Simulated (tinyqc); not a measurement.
# From one set of inputs to another, one input at a time

Model: scattering of inversion-layer electrons by surface optical phonons of the gate insulator (remote phonon scattering). Computed by tinyqc, a small Python program. Command: `OMP_NUM_THREADS=1 python tinyqc.py 3111465 3111466 out.jsonl sophonon ladder`. One thread of a shared host (Intel(R) Xeon(R) Processor @ 2.30GHz), about 0.03 s of CPU time with the checks.

One subband with the Fang-Howard envelope; insulator and channel are half-spaces, the gate is far away, and an interlayer only moves the polar surface away by t (its own modes and its permittivity contrast are left out).

The inputs printed are set A. Set A is modelled on HfO2 on germanium; the values taken over come from a set modelled on Al2O3 on germanium. Inputs not listed in the table keep their values of set A, so the rows need not describe a real material.

Inputs (values chosen for the exercise, modelled on HfO2 on germanium): static constant of the insulator eps_0s = 21.6; intermediate constant eps_i = 6.51; optical constant eps_inf = 5.05; hbar omega_TO1 = 12.4 meV; hbar omega_TO2 = 47.4 meV; constant of the channel eps_s = 16.2; in-plane mass m = 0.122 m_0; valleys g_v = 4; sheet density n = 8.7e+11 1/cm^2; mean distance of the electrons z0 = 3/b = 1.8 nm; interlayer thickness t = 0.42 nm; temperature T = 250 K; electron energy E = 88 meV; mobility from other processes = 370 cm^2/(V s).

Screening by the channel electrons: none.

Constants: k_B = 8.617333262e-05 eV/K; hbar^2/(2 m_0) = 3.80998212 eV angstrom^2; e^2/(4 pi eps_0) = 14.39964548 eV angstrom; hbar = 6.582119569e-16 eV s; e = 1.602176634e-19 C; m_0 = 9.1093837015e-31 kg.

Method:
- eps(w) = eps_inf + (eps_0s - eps_i) w1^2/(w1^2 - w^2) + (eps_i - eps_inf) w2^2/(w2^2 - w^2). Surface modes solve eps(w) + eps_s = 0, a quadratic in w^2; the strength of a mode is g = 2/(w d eps/dw).
- Occupation N = 1/(exp(hbar w/(k_B T)) - 1).
- Density of states D = g_v m/(pi hbar^2); eta = E_F/(k_B T) = ln(exp(n/(D k_B T)) - 1); screening wave number q_s = e^2 D/(2 eps_0 eps_avg) x 1/(1 + exp(-eta)), eps_avg = (eps_s + eps_inf)/2; b = 3/z0.
- For a mode of strength g, without the occupation factor, Area x |M(q)|^2 = e^2 hbar w g/(2 eps_0 q) x (b/(b + q))^6 exp(-2 q t).
- Approximate momentum relaxation rate, taking tau v alike in the initial and final states: 1/tau = (m/(2 pi hbar^3)) sum over modes and over absorption (N, E' = E + hbar w) and emission (N + 1, E' = E - hbar w > 0) of [(1 - f(E'))/(1 - f(E))] int_0^(2 pi) Area |M(q)|^2 (1 - cos theta) d theta, q^2 = k^2 + k'^2 - 2 k k' cos theta, f the Fermi function; 48 midpoints in theta from 0 to pi.
- mu = (e/m) int tau E f (1 - f) dE/(k_B T int f dE), by 300 midpoints from 0 to (max(eta, 0) + 14) k_B T; Matthiessen sum with the other processes.

Each row keeps all changes above it:
```
input moved                                                                                                       from                to  total mobility (cm^2/(V s))  tau at E (fs)  loss of mobility (%)
set A                                                                                                                -                 -                       339.46          519.2                8.2528
static constant of the insulator eps_0s and intermediate constant eps_i and optical constant eps_inf  21.6, 6.51, 5.05  12.2, 7.14, 3.15                       348.92          517.3                5.6964
sheet density n (1/cm^2)                                                                                       8.7e+11             1e+12                       349.01          519.4                5.6722
mean distance of the electrons z0 = 3/b (nm)                                                                       1.8                 3                       359.87         1245.5                2.7368
interlayer thickness t (nm)                                                                                       0.42              0.92                       363.21         2017.1                1.8362
hbar omega_TO1 (meV) and hbar omega_TO2 (meV)                                                               12.4, 47.4        46.9, 71.8                       369.54         1294.8                0.1231
temperature T (K)                                                                                                  250               350                       368.72         1158.5                0.3459
```

Where does the difference come from?

Total mobility goes from 339 to 369, a factor 1.09 in all. The largest single move comes from mean distance of the electrons z0 = 3/b (a factor 1.03). tau at E goes from 519 to 1160, a factor 2.23 in all. The largest single move comes from mean distance of the electrons z0 = 3/b (a factor 2.40), and hbar omega_TO1 with hbar omega_TO2 works against it (a factor 0.642). Loss of mobility goes from 8.25 to 0.346, a factor 0.0419 in all. The largest single move comes from hbar omega_TO1 with hbar omega_TO2 (a factor 0.0670), and temperature T works against it (a factor 2.81). The single moves hold for this order of the switches; the total does not depend on the order.

Caution (all rows): a relaxation time is only an approximation for inelastic scattering, and static or no screening brackets the true dynamic screening only roughly.

Extremes, crossings and ranges named in words are read from the listed rows.
